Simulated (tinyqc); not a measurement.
Inside a calculation: two-band k.p model of the Delta valleys near the X point under shear strain. Values are carried at full precision from step to step, so a last printed digit may differ when a step is redone from the rounded ones.

Constants: hbar^2/2m0 = 3.80998211 eV angstrom^2.

Inputs chosen for the exercise (near those of Si; not measured data): a = 5.445 angstrom (lattice constant); ml = 0.938 m0 (longitudinal mass); mt = 0.198 m0 (transverse mass); kx0 = 0.148 2 pi/a (distance of the minimum from X); D = 14.5 eV (shear deformation potential); Mp = 0.233 m0 (coupling mass); exy = 0.011 (shear strain); k = (-0.017, 0.068, 0.198) 1/angstrom (wave vector from X).

## Scales

k0 = kx0 2 pi/a; Delta = 2 c k0^2/ml with c = hbar^2/2m0, half the splitting of the two bands at k0; eta = D exy/Delta measures the shear coupling against it.

k0 = 0.17078 1/angstrom
Delta = 0.23694 eV
eta = 0.6732
splitting of the two bands at X, 2 |D exy| = 0.3190 eV

## The Hamiltonian at one k

Valley pair on the [001] axis, kz counted from the X point, c = hbar^2/2m0, k0 = kx0 2 pi/a. H = (c kz^2/ml + c (kx^2 + ky^2)/mt + c k0^2/ml) 1 + (2 c k0 kz/ml) sigma_z + (D exy - 2 c kx ky/Mp) sigma_x, so E = c kz^2/ml + c (kx^2 + ky^2)/mt + c k0^2/ml -/+ sqrt((2 c k0 kz/ml)^2 + (D exy - 2 c kx ky/Mp)^2). Without strain the lower band has its minima, E = 0, at kz = +/- k0. Shifts from diagonal strain are left out.

Fill in the 2 x 2 matrix (sigma_z diagonal) and give its levels.

H(k) (eV):
```
        1       2
1  0.6469  0.1973
2  0.1973  0.0975
```

levels (eV): 0.0340  0.7105

## Position, depth and masses of the minimum

For |eta| < 1: k_min = k0 sqrt(1 - eta^2), E_min = -Delta eta^2/2, ml(eta) = ml/(1 - eta^2), 1/m[110] = 1/mt + eta/Mp, 1/m[1-10] = 1/mt - eta/Mp. For |eta| > 1 the minimum sits at X: E_min = -Delta (2 |eta| - 1)/2, ml(eta) = ml/(1 - 1/|eta|), and eta is replaced by its sign in the transverse masses.

k_min = 0.1263 1/angstrom
E_min = -53.69 meV
ml(eta) = 1.715 m0

masses along [110] and [1-10] (m0): 0.1260  0.4627

The minimum has moved 26.1 % of the way to X; electrons are lighter along [110] (-36.4 % against mt) and heavier across (+133.7 %).

## The two bands along kz

kx = ky = 0, kz from 0 to 1.6 k0 in steps of 0.2 k0, with and without the strain.

Levels (eV):

| kz/k0 | kz (1/angstrom) | lower | upper | lower, no strain | upper, no strain |
|---|---|---|---|---|---|
| 0.0 | 0.0000 | -0.0410 | 0.2780 | 0.1185 | 0.1185 |
| 0.2 | 0.0342 | -0.0432 | 0.2896 | 0.0758 | 0.1706 |
| 0.4 | 0.0683 | -0.0481 | 0.3230 | 0.0426 | 0.2322 |
| 0.6 | 0.1025 | -0.0525 | 0.3748 | 0.0190 | 0.3033 |
| 0.8 | 0.1366 | -0.0534 | 0.4420 | 0.0047 | 0.3838 |
| 1.0 | 0.1708 | -0.0487 | 0.5226 | 0.0000 | 0.4739 |
| 1.2 | 0.2049 | -0.0369 | 0.6151 | 0.0047 | 0.5734 |
| 1.4 | 0.2391 | -0.0174 | 0.7187 | 0.0190 | 0.6824 |
| 1.6 | 0.2733 | 0.0105 | 0.8330 | 0.0426 | 0.8009 |

## Checks

- Depth of the minimum by numerical search against the closed form (eV): both -0.053685.
- Mass along [110] by finite differences against the closed form: both 0.1260.

tinyqc: `OMP_NUM_THREADS=1 python tinyqc.py 1051390 1051391 out.jsonl`; about 0.01 s, one thread, shared Intel(R) Xeon(R) Processor @ 2.30GHz.
